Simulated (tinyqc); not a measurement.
# Arrhenius plot from several rate windows

Emission rate en = sn vth(T) Nc(T) exp(-Et/kB T) = sn g T^2 exp(-Et/kB T), g = vth Nc/(300 K)^2, as vth goes as T^0.5 and Nc as T^1.5 (degeneracy factor 1). Each window ew gives the temperature where en = ew.

Inputs (values chosen for the exercise); material values close to those of silicon:
```
symbol,value,unit,meaning
Nc,2.83e19,cm^-3,conduction-band density of states at 300 K
vth,2.3e7,cm/s,thermal velocity at 300 K
Et,0.14,eV,depth of the trap below the conduction edge
sn,1.8e-16,cm^2,capture cross-section
```

Constants: q = 1.602176634e-19 C, kB = 1.380649e-23 J/K. Results are converted to the units shown.

Arrhenius plot from several rate windows:
```
ew (1/s)  T peak (K)  q/kB T (1/eV)  ln(ew/T^2)   ln ew
1.7            73.38          158.1      -8.061  0.5306
5.1            76.87          151.0      -7.055   1.629
15             80.62          143.9      -6.072   2.708
47             85.00          136.5      -5.035   3.850
140            89.62          129.5      -4.049   4.942
430            94.89          122.3      -3.042   6.064
1300           100.7          115.2      -2.054   7.170
3900           107.2          108.3      -1.080   8.269
```

What does the table show?

The peak rises from 73.4 to 107 K. ln(ew/T^2) against q/kB T is a straight line of slope -0.1400 eV, the trap depth. Its intercept gives sn = 1.80e-16 cm^2. Leaving out the T^2 gives 0.1552 eV, too high by about 2 kB T.

tinyqc, about 0.01 s, one thread, Intel Xeon 2.30GHz (shared host): `OMP_NUM_THREADS=1 python tinyqc.py 2050167 2050168 out.jsonl`
